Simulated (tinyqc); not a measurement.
# Double-gate transistor below threshold, two-dimensional Poisson equation on a small mesh, step by step

Program tinyqc, `OMP_NUM_THREADS=1 python tinyqc.py 2480140 2480141 out.jsonl`; Intel Xeon 2.30GHz, shared host, one thread, about 0.2 s. Printed values are rounded.

Half of a symmetric double-gate structure: row 0 is the mid-plane of the body, where the normal field vanishes. Mobile charge is neglected (subthreshold), the body is fully depleted, and potentials are counted from the intrinsic level; rows run upward to the gate, columns from source to drain.

Parameters, values chosen for the exercise; semiconductor permittivity close to that of silicon:
```
symbol  value   unit                                     meaning
T         300      K                                 temperature
eps_r    11.9         relative permittivity of the semiconductor
eox       3.9             relative permittivity of the insulator
tb          8     nm                     half the body thickness
tox       1.9     nm                         insulator thickness
L          56     nm                              channel length
Na          0  cm^-3       acceptor density of the depleted body
Vbi      0.58      V                     potential of the source
Vfb     -0.02      V                                 gate offset
Vg          0      V                                gate voltage
Vd          1      V                               drain voltage
```

Constants: q = 1.602176634e-19 C, kB = 1.380649e-23 J/K, Vt = kB T/q, eps0 = 8.8541878128e-14 F/cm where lengths are in cm. Results are converted to the units shown.

## Coefficients of the five-point equations

Mesh: rows i = 0..3 in the semiconductor (step hs = tb/3, row 3 on the interface), then 1 step(s) ho = tox/1 up to the gate row 4; columns j = 0..6 (step hy = L/6). Box integration, divided by eps0: up_i = eps hy/h of the interval above row i, dn_i = that of the interval below (0 for row 0), lat_i = (sum of eps h/2 over the intervals above and below)/hy, s_i = -q Na w_i hy/eps0 with w_i the semiconductor height of the box (hs/2 for row 0 and the interface row, hs between, 0 in the insulator). Each free node obeys (up + dn + 2 lat) psi = up psi(above) + dn psi(below) + lat [psi(left) + psi(right)] + s.

```
row,up,dn,lat,s (V)
0,41.65,0,1.7,0
1,41.65,41.65,3.4,0
2,41.65,41.65,3.4,0
3,19.1579,41.65,2.09696,0
```

## Iteration 1: over-relaxation sweep (omega = 1.5)

psi at the start (fixed values on the edges, free nodes at zero) (V):
```
,j=0,j=1,j=2,j=3,j=4,j=5,j=6
row 0,0.58000,0.00000,0.00000,0.00000,0.00000,0.00000,1.58000
row 1,0.58000,0.00000,0.00000,0.00000,0.00000,0.00000,1.58000
row 2,0.58000,0.00000,0.00000,0.00000,0.00000,0.00000,1.58000
row 3,0.58000,0.00000,0.00000,0.00000,0.00000,0.00000,1.58000
row 4,0.02000,0.02000,0.02000,0.02000,0.02000,0.02000,0.02000
```

Free nodes: rows 0..3, columns 1..5, taken row by row from row 0, left to right. t = (up psi(above) + dn psi(below) + lat [psi(left) + psi(right)] + s)/(up + dn + 2 lat), with the newest neighbours; psi(new) = psi + 1.5 (t - psi).

psi after iteration 1 (V):
```
,j=0,j=1,j=2,j=3,j=4,j=5,j=6
row 0,0.58000,0.03283,0.00186,0.00011,0.00001,0.08943,1.58000
row 1,0.58000,0.05559,0.00444,0.00032,0.00002,0.15145,1.58000
row 2,0.58000,0.07138,0.00712,0.00063,0.00005,0.19445,1.58000
row 3,0.58000,0.10551,0.02079,0.01045,0.00940,0.27264,1.58000
row 4,0.02000,0.02000,0.02000,0.02000,0.02000,0.02000,0.02000
```

## Iteration 2: over-relaxation sweep (omega = 1.5)

As before.

psi after iteration 2 (V):
```
,j=0,j=1,j=2,j=3,j=4,j=5,j=6
row 0,0.58000,0.09362,0.01053,0.00099,0.00515,0.25504,1.58000
row 1,0.58000,0.11969,0.01681,0.00191,0.01227,0.32608,1.58000
row 2,0.58000,0.15370,0.03125,0.01003,0.02658,0.40886,1.58000
row 3,0.58000,0.13288,0.03542,0.01543,0.04363,0.34406,1.58000
row 4,0.02000,0.02000,0.02000,0.02000,0.02000,0.02000,0.02000
```

## Course of the iteration: over-relaxation sweep (omega = 1.5)

Stop when the largest change of psi is below 1e-7 V, or after 400 iterations. Fixed values: gate row Vg - Vfb; column 0 at Vbi and the last column at Vbi + Vd in the semiconductor, each running linearly to Vg - Vfb across the insulator.

Course of the iteration:
```
iteration,"psi at row 0, j = 3 (V)",largest |change| of one entry (V)
1,1.05188e-4,0.273
2,9.92925e-4,0.214
3,0.00396325,0.175
4,0.0193749,0.165
5,0.0363813,0.0706
6,0.0590953,0.0450
7,0.0817102,0.0245
8,0.0984107,0.0167
9,0.109566,0.0112
...,...,...
21,0.120849,8.49e-6
22,0.120853,4.82e-6
23,0.120856,2.77e-6
24,0.120857,1.77e-6
25,0.120858,9.86e-7
26,0.120858,5.24e-7
27,0.120859,2.92e-7
28,0.120859,1.48e-7
29,0.120859,8.12e-8
```

Converged in 29 iterations. At the end each change is about 0.55 times the one before: linear convergence.

## Barrier, swing and barrier lowering

converged psi (V):
```
,j=0,j=1,j=2,j=3,j=4,j=5,j=6
row 0,0.58000,0.24554,0.12226,0.12086,0.24343,0.62932,1.58000
row 1,0.58000,0.23692,0.11729,0.11580,0.23268,0.60627,1.58000
row 2,0.58000,0.21006,0.10267,0.10108,0.20097,0.53423,1.58000
row 3,0.58000,0.16176,0.07942,0.07807,0.15022,0.40402,1.58000
row 4,0.02000,0.02000,0.02000,0.02000,0.02000,0.02000,0.02000
```

d psi/dVg on row 0: j=0 0.000000, j=1 0.606199, j=2 0.846372, j=3 0.904850, j=4 0.846372, j=5 0.606199, j=6 0.000000
d psi/dVd on row 0: j=0 0.00000, j=1 0.00501, j=2 0.01623, j=3 0.04757, j=4 0.13740, j=5 0.38879, j=6 1.00000

The barrier is read along row 0, the path farthest from the gate. Take the node j of lowest psi: barrier Vbi - psi_j; swing Vt ln 10/(d psi_j/dVg); DIBL = (d psi_j/dVd)/(d psi_j/dVg). The derivatives solve the same equations with s = 0 and a unit change of that voltage.

j = 3
barrier = 0.459141 V
swing = 65.7860 mV/decade
DIBL = 52.5777 mV/V

A mesh of 12, 8 and 80 steps (semiconductor, insulator, channel) gives a barrier of 0.484 V, a swing of 65.6 mV a decade and a DIBL of 26.6 mV/V; the small mesh puts the barrier 5.2 % below that.
